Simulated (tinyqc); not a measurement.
Changing the binding energy of the fault level E_b: polytypes and stacking faults of a tetrahedral semiconductor in an axial Ising model with couplings up to third neighbours. Computed by tinyqc, a small Python program. Command: `OMP_NUM_THREADS=1 python tinyqc.py 3014482 3014483 out.jsonl polytype sweep`. One thread of a shared host (Intel(R) Xeon(R) Processor @ 2.30GHz), about 0.02 s of CPU time with the checks.

Each double layer has s = +1 or -1 for the sense of its stacking step; E per pair of atoms = E0 - sum_n J_n <s_i s_(i+n)>, n = 1, 2, 3. Hexagonality h = (1 - <s_i s_(i+1)>)/2.

Inputs (values chosen for the exercise, of the order of those of SiC for J, a, G and the gaps):

| quantity | value | unit |
|---|---|---|
| J1 | 2.08 | meV/pair |
| J2 | -3.72 | meV/pair |
| J3 | -0.23 | meV/pair |
| basal lattice constant a | 3.08 | angstrom |
| in-plane mass m | 0.48 | m0 |
| effective density of states N_c at 300 K | 1.3e+19 | 1/cm^3 |
| electron density n | 3.5e+18 | 1/cm^3 |
| temperature T | 600 | K |

Host polytype: 4H.

fault coefficients k_n:
```
                      J1  J2  J3
single Shockley (31)   0  -4   0
double Shockley (62)  -4  -8   0
Frank-type (32)       -1  -2   3
```

Constants: 1 eV/angstrom^2 = 16.02176634 J/m^2; m_0 = 9.1093837015e-31 kg; hbar = 1.054571817e-34 J s; k_B = 1.380649e-23 J/K; k_B = 8.617333262e-05 eV/K.

Method:
- Faults in 4H: the sequences single Shockley (31) (+++-), double Shockley (62) (++++++--), Frank-type (32) (+++--) are put between perfect repeats; k_n = (layers x C_n of the host) - sum_i s_i s_(i+n). gamma = sum k_n J_n/A, A = (sqrt 3/2) a^2; 1 meV/angstrom^2 = 16.02177 mJ/m^2.
- The fault binds electrons in a two-dimensional band E_b below the conduction edge, g2 = m m0/(pi hbar^2) for one valley. With the Fermi level held by the bulk, eta = ln[n/N_c(T)], N_c(T) = N_c (T/300)^1.5, the grand potential falls by g2 (k_B T)^2 F1(x), x = eta + E_b/(k_B T), F1(x) = integral from 0 to infinity of ln(1 + exp(x - t)) dt; sheet density g2 k_B T ln(1 + e^x). Band bending by the trapped charge is left out, so the gain is an upper bound.
- Net fault energy = gamma of the single Shockley (31) fault less the electronic gain.

One run for each value:

| binding energy of the fault level E_b (eV) | electronic gain (mJ/m^2) | sheet density (1/cm^2) | net fault energy (mJ/m^2) |
|---|---|---|---|
| 0.05 | 0.203 | 2.3163e+12 | 28.816 |
| 0.21 | 2.519 | 1.9449e+13 | 26.500 |
| 0.29 | 5.935 | 3.4157e+13 | 23.084 |
| 0.36 | 10.533 | 4.7904e+13 | 18.486 |
| 0.44 | 17.695 | 6.3864e+13 | 11.324 |
| 0.52 | 26.907 | 7.9888e+13 | 2.112 |
| 0.60 | 38.174 | 9.5925e+13 | -9.155 |

Give the missing row, binding energy of the fault level E_b (eV) = 0.13.

Computed row; columns: (1) binding energy of the fault level E_b (eV); (2) electronic gain (mJ/m^2); (3) sheet density (1/cm^2); (4) net fault energy (mJ/m^2):
```
(1)     (2)         (3)     (4)
0.13  0.809  8.0620e+12  28.210
```

Interpolating between the two neighbouring rows (the first column on a logarithmic scale, the others too where they are positive) misses most in electronic gain (mJ/m^2), by 34 %. Over the rows, electronic gain (mJ/m^2) rises from 0.203 to 38.2 (exponent d ln y / d ln x 1.4 between the first rows and 2.4 between the last); sheet density (1/cm^2) rises from 2.32e12 to 9.59e13 (exponent d ln y / d ln x between 1.3 and 1.8); net fault energy (mJ/m^2) falls from 28.8 to -9.16. The gain grows as exp(E_b/(k_B T)) while the well is empty and as (E_b + eta k_B T)^2 once it is degenerate; thicker faults bind more deeply.

Extremes, crossings and ranges named in words are read from the listed rows.
